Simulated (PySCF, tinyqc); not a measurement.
G0W0 on RHF in the sto-3g basis, for H4, spin multiplicity 1, step by step. The lowest restricted solution is unstable here: a spin-polarised one lies 0.0075 hartree lower (PySCF). One step of it, computed by the program tinyqc.

Problem. Iteration 9 (converged): orbitals. Diagonalise F' = X^T F X, C = X C', fill 2 alpha and 2 beta electrons from the bottom; D = 2 C_occ C_occ^T. Each column has its largest component positive (the first on a tie).

converged F (hartree):
```
           1H 1s      2H 1s      3H 1s      4H 1s
1H 1s  -0.210564  -0.426155  -0.122894   0.010395
2H 1s  -0.426155  -0.307452  -0.376150  -0.122894
3H 1s  -0.122894  -0.376150  -0.307452  -0.426155
4H 1s   0.010395  -0.122894  -0.426155  -0.210564
```

X:
```
           1H 1s      2H 1s      3H 1s      4H 1s
1H 1s   1.084878  -0.265818   0.048299  -0.006842
2H 1s  -0.265818   1.198243  -0.310602   0.048299
3H 1s   0.048299  -0.310602   1.198243  -0.265818
4H 1s  -0.006842   0.048299  -0.265818   1.084878
```

Give: F' = X^T F X; orbital energies; coefficients C; D after iteration 9.

Solution.

F' = X^T F X (hartree):
```
         1        2        3        4
1  -0.0280  -0.4293   0.0569   0.0206
2  -0.4293   0.0430  -0.3791   0.0569
3   0.0569  -0.3791   0.0430  -0.4293
4   0.0206   0.0569  -0.4293  -0.0280
```

orbital energies (hartree): MO1 -0.5788, MO2 -0.3535, MO3 0.2353, MO4 0.7269

coefficients C:
```
          MO1      MO2      MO3      MO4
1H 1s  0.2874   0.5360   0.7226  -0.5983
2H 1s  0.4418   0.3786  -0.4716   1.0219
3H 1s  0.4418  -0.3786  -0.4716  -1.0219
4H 1s  0.2874  -0.5360   0.7226   0.5983
```

D after iteration 9:
```
         1H 1s    2H 1s    3H 1s    4H 1s
1H 1s   0.7399   0.6598  -0.1519  -0.4095
2H 1s   0.6598   0.6771   0.1038  -0.1519
3H 1s  -0.1519   0.1038   0.6771   0.6598
4H 1s  -0.4095  -0.1519   0.6598   0.7399
```
